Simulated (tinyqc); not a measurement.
Strain-driven roughening and islands of a mismatched epitaxial film: one step, computed by the program tinyqc.

Film and substrate share isotropic elastic constants; the film is coherent and biaxially strained.

Problem. Which shape at the volume V. Shallow faceted island (Tersoff form): E = 4 Gam V^(2/3) tan^(1/3)(theta) - 6 c V tan(theta), Gam = gamma [x/sin(theta) - 1/tan(theta)], x the facet energy over gamma, c = stress^2 (1 - nu)/(2 pi G). The two energies cross at V_x^(1/3) = 4 [Gam_2 t2^(1/3) - Gam_1 t1^(1/3)]/(6 c (t2 - t1)), t = tan(theta); mu = dE/dV.

Inputs (values chosen for the exercise, modelled on In(0.5)Ga(0.5)As on GaAs):

| quantity | value | unit |
|---|---|---|
| shear modulus G | 39.9 | GPa |
| Poisson ratio nu | 0.32 | - |
| surface energy gamma | 0.781 | J/m^2 |
| contact angle of the shallow shape theta_1 | 9.99 | degrees |
| contact angle of the steep shape theta_2 | 22.6 | degrees |
| facet energy of shape 1 over gamma | 0.9973 | - |
| facet energy of shape 2 over gamma | 1.008 | - |
| island volume V | 430 | nm^3 |

stress = 5.313272 GPa

Gam of shape 2 = 0.1723175 J/m^2

Gam of shape 1 = 0.05610442 J/m^2

c = 0.07657380 GPa

Constants: e = 1.602176634e-19 C.

Give: E of shape 1; E of shape 2; crossing volume V_x; jump of mu at V_x, shape 2 less shape 1.

Solution.

E of shape 1 = -172.5 eV

E of shape 2 = -330.3 eV

crossing volume V_x = 43.79 nm^3

jump of mu at V_x, shape 2 less shape 1 = -36.77 MJ/m^3

At V the steep shape is lower. At V_x the chemical potential drops, so islands that have turned steep grow at the cost of the shallow ones. Caution: a critical island of a few cubic nanometres holds a few hundred atoms at most, and edge energies, left out here, matter.
